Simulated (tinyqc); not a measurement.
Inside a calculation. Method: RHF in the 6-311g basis, for H-, spin multiplicity 1. The basis has no diffuse functions, so it cannot describe the extra electron: this is an exercise in the method, not the real anion. One step of it, computed by the program tinyqc.

Task: Iteration 1: building the Fock matrix. J_ij = sum D_kl (ij|kl), K_ij = sum D_kl (ik|jl); F = H + J - 0.5 K; E = tr D H + tr D J / 2 - 0.25 tr D K + E_nn.

D at the start:
```
           1H 1s      1H 2s      1H 3s
1H 1s   3.882917  -2.605000  -0.142653
1H 2s  -2.605000   1.747662   0.095704
1H 3s  -0.142653   0.095704   0.005241
```

core Hamiltonian H = T + V (hartree):
```
           1H 1s      1H 2s      1H 3s
1H 1s   0.193252  -0.511607  -0.408648
1H 2s  -0.511607  -0.422143  -0.397930
1H 3s  -0.408648  -0.397930  -0.357384
```

Two-electron integrals (ij|kl) in chemists' order, unique and non-zero (hartree):
```
(11|11) 1.393035   (21|11) 0.822971   (21|21) 0.509703   (22|11) 0.822904
(22|21) 0.543028   (22|22) 0.644106   (31|11) 0.411256   (31|21) 0.257757
(31|22) 0.279868   (31|31) 0.130794   (32|11) 0.543681   (32|21) 0.365771
(32|22) 0.452669   (32|31) 0.189803   (32|32) 0.325140   (33|11) 0.494021
(33|21) 0.340115   (33|22) 0.445993   (33|31) 0.178035   (33|32) 0.331779
(33|33) 0.361682
```

nuclear repulsion = 0 hartree

Give: Coulomb J; exchange K; Fock matrix F; total energy of this density.

Result:

Coulomb J (hartree):
```
        1H 1s   1H 2s   1H 3s
1H 1s  2.5488  1.4873  0.7430
1H 2s  1.4873  1.5009  1.0063
1H 3s  0.7430  1.0063  0.9403
```

exchange K (hartree):
```
        1H 1s   1H 2s   1H 3s
1H 1s  1.9448  0.6216  0.1109
1H 2s  0.6216  0.2596  0.1100
1H 3s  0.1109  0.1100  0.1018
```

Fock matrix F (hartree):
```
        1H 1s   1H 2s   1H 3s
1H 1s  1.7697  0.6649  0.2789
1H 2s  0.6649  0.9489  0.5534
1H 3s  0.2789  0.5534  0.5320
```

total energy of this density = 3.905879 hartree
